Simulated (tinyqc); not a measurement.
Worked calculation: two-band massive Dirac model of the K valleys. Values are carried at full precision from step to step, so a last printed digit may differ when a step is redone from the rounded ones.

Basis (conduction, valence): H = [[D/2, a t (tau kx - i ky)], [a t (tau kx + i ky), -D/2 + lam tau sz]], valley tau = +/-1, spin sz = +/-1. The gap of a spin and valley is G = D - lam tau sz. Berry curvature Omega = curl of i<u|grad u>; for the conduction band Omega_c = -tau 2 a^2 t^2 G/(G^2 + 4 a^2 t^2 k^2)^(3/2), and Omega_v = -Omega_c.

Constants: hbar^2/2m0 = 3.80998211 eV angstrom^2.

Parameters, chosen for this exercise (near those used for monolayer WSe2; shifted at random, so the results belong to these values and not to a real crystal):
- a = 3.312 angstrom (lattice constant)
- D = 1.67 eV (gap parameter)
- t = 1.17 eV (effective hopping)
- lam = 0.242 eV (half the valence spin splitting)
- tau = 1 (valley)
- sz = 1 (spin)
- k = (0.052, 0.01) 1/angstrom (wave vector from the valley)
- h = 0.04 1/angstrom (side of the plaquette)

## Band edges of the four flavours

At k = 0: Ec = D/2, Ev = -D/2 + lam tau sz; mass m/m0 = c G/(a t)^2 for both bands, c = hbar^2/2m0; Omega_c(0) = -2 tau a^2 t^2/G^2.

Edges:

| tau | sz | Ec (eV) | Ev (eV) | G (eV) | mass (m0) | Omega_c (angstrom^2) |
|---|---|---|---|---|---|---|
| 1 | 1 | 0.8350 | -0.5930 | 1.4280 | 0.3623 | -14.727 |
| 1 | -1 | 0.8350 | -1.0770 | 1.9120 | 0.4851 | -8.215 |
| -1 | 1 | 0.8350 | -1.0770 | 1.9120 | 0.4851 | 8.215 |
| -1 | -1 | 0.8350 | -0.5930 | 1.4280 | 0.3623 | 14.727 |

The top of the valence band has spin up at tau = +1 and spin down at tau = -1: spin and valley are locked, with 484 meV between the two valence bands (A and B transitions at 1.428 and 1.912 eV, without exciton binding).

## H at one k

Fill in the matrix and diagonalise: E = lam tau sz/2 -/+ sqrt(G^2/4 + a^2 t^2 k^2).

H (eV):
```
                c               v
c          0.8350  0.2015-0.0388i
v  0.2015+0.0388i         -0.5930
```

levels (eV): -0.6219  0.8639

cos(theta) = G/(E+ - E-) = 0.9611

## Curvature, orbital moment and circular dichroism

Omega_c from the formula; orbital moment of both bands m = -tau (a t)^2 G/(c (G^2 + 4 a^2 t^2 k^2)) in Bohr magnetons (charge -e), c = hbar^2/2m0; interband strengths |P+/-|^2 proportional to (1 +/- tau cos(theta))^2 for P+/- = Px +/- i Py, and eta = (|P+|^2 - |P-|^2)/(|P+|^2 + |P-|^2) = 2 tau cos(theta)/(1 + cos^2(theta)).

Omega_c = -13.075 angstrom^2
orbital moment = -2.549 muB
eta = 0.9992

All three change sign with the valley. The selection rule, exact at k = 0, still holds to 99.9 % here.

## The curvature from a plaquette

Corners counter-clockwise around k, from (-h/2, -h/2); upper eigenvector u with its first component real and positive; Omega = -(sum of arg <u_j|u_(j+1)>)/h^2.

Corners:

| j | kx | ky | u_c | u_v | arg <u_j\|u_j+1> (rad) |
|---|---|---|---|---|---|
| 1 | 0.0320 | -0.0100 | 0.99595 | 0.08578-0.02681i | 0.002769 |
| 2 | 0.0720 | -0.0100 | 0.98240 | 0.18500-0.02569i | 0.018966 |
| 3 | 0.0720 | 0.0300 | 0.98002 | 0.18359+0.07650i | 0.008173 |
| 4 | 0.0320 | 0.0300 | 0.99318 | 0.08506+0.07974i | -0.009172 |

Omega_c from the plaquette = -12.960 angstrom^2

The formula at the centre gives -13.075; the plaquette averages over its area.

## Checks

- Curvature formula against a plaquette of side 1e-4: both -13.075.
- Eta against the matrix elements of dH/dkx +/- i dH/dky: both 0.99921.

Program tinyqc; command `OMP_NUM_THREADS=1 python tinyqc.py 1482503 1482504 out.jsonl`; about 0.01 s on one thread of a shared Intel(R) Xeon(R) Processor @ 2.30GHz.
